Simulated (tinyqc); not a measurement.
Carbon nanotube by zone folding, step by step. Values are carried at full precision from step to step, so a last printed digit may differ when a step is redone from the rounded ones.

Circumference C = n a1 + m a2, a = sqrt3 acc; d = a sqrt(n^2 + nm + m^2)/pi; tan(theta) = sqrt3 m/(2n + m); dR = gcd(2n + m, 2m + n); T = t1 a1 + t2 a2 with t1 = (2m + n)/dR, t2 = -(2n + m)/dR, |T| = sqrt3 pi d/dR; N = 2 (n^2 + nm + m^2)/dR hexagons a cell. On cutting line mu = 0 to N - 1 at x = k|T|/(2 pi) the phases are p1 = 2 pi (-t2 mu + m x)/N, p2 = 2 pi (t1 mu - n x)/N, and E = -/+ t |1 + exp(i p1) + exp(i p2)|.

Constants: hbar^2/2m0 = 3.80998211 eV angstrom^2.

Inputs chosen for the exercise (near those used for carbon; the results hold for these values, not for the real material): n = 13 (chiral index); m = 3 (chiral index); acc = 1.42 angstrom (bond length); t = 2.78 eV (hopping); mu = 145 (cutting line); x = 0.18 (position on the line).

## Geometry

Form d, theta, dR, t1, t2, N and |T|, and (n - m) mod 3.

d = 11.533 angstrom
theta = 10.16 degrees

dR, t1, t2, N: 1  19  -29  434

|T| = 62.754 angstrom
(n - m) mod 3 = 1

The nearest line misses K by a third of the spacing 2/d: semiconducting in zone folding; chiral, 868 atoms a cell.

## One point of one line

Form the phases and the energy.

p1, p2 (rad): 60.88522  39.85132

E of the upper band = 0.3511 eV

## Band edges

The three lowest distinct minima of E along the lines, doubled (the transition between mirror bands), against the cone: 2 t acc j/d with j = 1, 2, 4 for semiconducting and 0, 3, 3 for metallic tubes.

Transitions (eV):
```
order  zone folding    cone
1            0.6716  0.6846
2            1.4099  1.3692
3            2.4956  2.7384
```

Trigonal warping puts the first transition -1.9 % and the second +3.0 % from the cone; the two lines lie on opposite sides of K, where the contours bend oppositely. Measured optical lines also hold self-energy and exciton terms.

## Mass at the first band edge

Cone estimate: E^2 = (Eg/2)^2 + (hbar v k)^2, hbar v = 3 t acc/2, Eg = 2 t acc/d, so m/m0 = c Eg/(hbar v)^2, c = hbar^2/2m0.

hbar v = 5.9214 eV angstrom
Eg = 0.6846 eV
mass = 0.0744 m0

(tinyqc, `OMP_NUM_THREADS=1 python tinyqc.py 1450876 1450877 out.jsonl`, Intel(R) Xeon(R) Processor @ 2.30GHz, 1 thread, shared host, about 0.06 s.)
